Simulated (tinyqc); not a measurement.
From results back to parameters: configuration-coordinate model of carrier capture at a defect. Four cases, with inputs chosen for the exercise.

Problem. For two parabolas of equal curvature the ionisation peak lies at ET + ER, the emission barrier is (ER + ET)^2/(4 ER), and the standard deviation of the band at T = 0 is sqrt(ER hw). The values come from hidden ET, ER and hw.

Case 1.

ionisation peak = 0.8500 eV
emission barrier = 0.234578 eV
standard deviation at T = 0 = 0.100050 eV

Case 2.

ionisation peak = 1.0500 eV
emission barrier = 0.656250 eV
standard deviation at T = 0 = 0.156077 eV

Case 3.

ionisation peak = 1.1800 eV
emission barrier = 1.392400 eV
standard deviation at T = 0 = 0.108397 eV

Case 4.

ionisation peak = 1.2900 eV
emission barrier = 0.371451 eV
standard deviation at T = 0 = 0.221991 eV

Find: ET, ER, hw; capture barrier.

Solution. ER is the squared peak energy over four times the emission barrier; ET is the rest, hw = variance/ER, and the capture barrier is the emission barrier less ET.

Case 1.

ET, ER, hw (eV): 0.080  0.770  0.013

capture barrier = 0.155 eV

Case 2.

ET, ER, hw (eV): 0.630  0.420  0.058

capture barrier = 0.026 eV

Case 3.

ET, ER, hw (eV): 0.930  0.250  0.047

capture barrier = 0.462 eV

Case 4.

ET, ER, hw (eV): 0.170  1.120  0.044

capture barrier = 0.201 eV

Computed by tinyqc, one run a case: `OMP_NUM_THREADS=1 python tinyqc.py N N+1 out.jsonl` with N = 1451692, 1451740, 1451756, 1451809; one thread of a shared Intel(R) Xeon(R) Processor @ 2.30GHz, about 0.01 s a run at most.
